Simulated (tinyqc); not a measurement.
Rectangular fin or nanosheet with a gate all round, subbands and threshold shift from confinement: confinement against the height.

Undoped body with a flat potential across it, hard walls, transport along x. Three valley pairs (g = 2 each) with the longitudinal mass along x, y or z. Non-parabolicity enters the subband edges through E (1 + al E) = gamma, so E = 2 gamma/(1 + sqrt(1 + 4 al gamma)); motion within a subband is taken as parabolic with the band-edge mass. Energies are counted from the bulk band edge.

gamma = C pi^2 [a^2/(my (t + dl)^2) + b^2/(mz (H + dl)^2)], C = hbar^2/(2 m0). Each subband has N_k = g sqrt(2 mx m0 kB T/(pi hbar^2)); without degeneracy n = exp(EF/Vt) sum N_k exp(-E_k/Vt). Classical value Nc times t H, Nc = sum over valleys of 2 g (m m0 kB T/(2 pi hbar^2))^1.5 with m = (mx my mz)^(1/3). Threshold shift dVT = Vt ln(classical value/sum N_k exp(-E_k/Vt)). With degeneracy n = sum N_k F((EF - E_k)/Vt), F(x) = (1/sqrt(pi)) int_0^infinity u^(-1/2) du/(1 + exp(u - x)); gate: Vg = EF + q n/(Cg P), P = 2 (t + H), summed over the 60 lowest subbands at most, with Vg counted from the value that would put EF at the bulk band edge of an empty body. The last two columns are for Vg = 0.6 V; sensitivity d(dVT)/dH by central differences between 0.99 and 1.01 times the value.

Parameters, values chosen for the exercise; masses close to those of silicon: temperature T = 300 K; longitudinal mass ml = 0.908 m0; transverse mass mt = 0.193 m0; non-parabolicity al = 0.5 1/eV; width (along y) t = 3.5 nm; widening of the box by penetration into the insulator dl = 0.3 nm; gate capacitance per area of interface Cg = 3.4 uF/cm^2.

Constants: q = 1.602176634e-19 C, kB = 1.380649e-23 J/K, hbar = 1.054571817e-34 J s, m0 = 9.1093837015e-31 kg, Vt = kB T/q, hbar^2/(2 m0) = 0.0380998212 eV nm^2. Results are converted to the units shown.

Results:

| H (nm) | E_1 (meV) | gap to the next edge (meV) | dVT (mV) | sensitivity (mV/nm) | n/P (cm^-2) | share of the lowest subband (%) |
|---|---|---|---|---|---|---|
| 2.1 | 189.0 | 127.8 | 170.7 | -39.63 | 7.156e12 | 91.74 |
| 4.4 | 110.7 | 32.65 | 102.3 | -22.32 | 9.226e12 | 42.27 |
| 6.4 | 69.66 | 65.38 | 74.96 | -7.706 | 9.659e12 | 38.87 |
| 9.2 | 49.06 | 60.02 | 62.51 | -2.520 | 9.948e12 | 30.97 |
| 13 | 38.94 | 31.33 | 56.49 | -1.001 | 1.013e13 | 23.66 |
| 19 | 33.35 | 15.08 | 52.68 | -0.4043 | 1.027e13 | 16.99 |
| 28 | 30.64 | 7.057 | 50.32 | -0.1699 | 1.037e13 | 11.86 |

Estimate the missing row, H = 3 nm.

Computed row:

| H (nm) | E_1 (meV) | gap to the next edge (meV) | dVT (mV) | sensitivity (mV/nm) | n/P (cm^-2) | share of the lowest subband (%) |
|---|---|---|---|---|---|---|
| 3 | 160.1 | 29.48 | 142.8 | -30.80 | 8.348e12 | 51.88 |

With this row back in the table: As H grows from 2.1 to 28 nm, E_1 falls from 189 to 30.6 meV and dVT falls from 171 to 50.3 mV. E_1 goes as H^(-0.46) at the thin end; an error of 0.2 nm moves the threshold by 7.9 mV in the first row and 0.034 mV in the last. The charge per interface area rises from 7.16e12 to 1.04e13 cm^-2. In every row the charge in the last two columns would bend the potential across the body by some 30 mV or more, which is left out.

Numbers from tinyqc (`OMP_NUM_THREADS=1 python tinyqc.py 2350158 2350159 out.jsonl`; about 0.3 s on one thread of a shared Intel Xeon 2.30GHz).
